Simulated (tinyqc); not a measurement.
Froehlich polaron in a polar crystal. From one set of inputs to another, one input at a time. Computed by tinyqc, a small Python program. Command: `OMP_NUM_THREADS=1 python tinyqc.py 3013709 3013710 out.jsonl frohlich ladder`. One thread of a shared host (Intel(R) Xeon(R) Processor @ 2.30GHz), about 0.08 s of CPU time with the checks.

One electron in a parabolic band of mass m*, coupled to dispersionless LO phonons in the continuum model. Energies are in units of hbar omega unless marked, wave numbers in k_0 = sqrt(2 m* omega/hbar).

The inputs printed are set A. Inputs not listed in the table keep their values of set A, so the rows need not describe a real material.

Inputs (values chosen for the exercise, for a model crystal):
```
quantity                          value  unit
band mass m*                      0.393   m_0
LO phonon energy hbar omega         103   meV
eps_inf                            10.7     -
static dielectric constant eps_s   42.6     -
temperature T                       150     K
```

Constants: hbar^2/(2 m_0) = 3.80998212 eV angstrom^2; e^2/(4 pi eps_0) = 14.39964548 eV angstrom; k_B = 8.617333262e-05 eV/K; hbar = 6.582119569e-16 eV s; e = 1.602176634e-19 C; m_0 = 9.1093837015e-31 kg.

Method. 1/eps* = 1/eps_inf - 1/eps_s; k_0 = sqrt(2 m* omega/hbar) = sqrt(m* hbar omega / (hbar^2/(2 m_0))) with m* in m_0; alpha = (e^2/(4 pi eps_0)) k_0/(2 eps* hbar omega); polaron length 1/k_0. Scattering by absorption of an LO phonon: 1/tau = 2 alpha omega n, n = 1/(exp(hbar omega/(k_B T)) - 1); mu = e tau/m*, the weak-coupling result for k_B T well below hbar omega.

Each row keeps all changes above it:
```
input moved                         from     to  coupling constant alpha  polaron length 1/k_0 (angstrom)  mobility (cm^2/(V s))
set A                                  -      -                   0.5042                            9.702             8.1882e+04
temperature T (K)                    150    400                   0.5042                            9.702             5.3455e+02
LO phonon energy hbar omega (meV)    103   21.8                   1.0960                           21.088             5.4382e+01
eps_inf                             10.7   7.16                   1.8197                           21.088             3.2755e+01
band mass m* (m_0)                 0.393  0.097                   0.9040                           42.447             2.6712e+02
static dielectric constant eps_s    42.6   9.93                   0.3031                           42.447             7.9665e+02
```

Where does the difference come from?

Coupling constant alpha goes from 0.504 to 0.303, a factor 0.601 in all. The largest single move comes from static dielectric constant eps_s (a factor 0.335), and LO phonon energy hbar omega works against it (a factor 2.17). Polaron length 1/k_0 goes from 9.70 to 42.4, a factor 4.38 in all. The largest single move comes from LO phonon energy hbar omega (a factor 2.17). Mobility goes from 81900 to 797, a factor 0.00973 in all. The largest single move comes from temperature T (a factor 0.00653), and band mass m* works against it (a factor 8.16). The single moves hold for this order of the switches; the total does not depend on the order.

Caution (rows set A): LO phonons are so rare at this T that impurities and acoustic phonons, left out here, limit the real mobility. Caution (rows temperature T, LO phonon energy hbar omega, eps_inf, band mass m*, static dielectric constant eps_s): this mobility formula holds for weak coupling and k_B T well below hbar omega, and it leaves out all other scattering.

Extremes, crossings and ranges named in words are read from the listed rows.
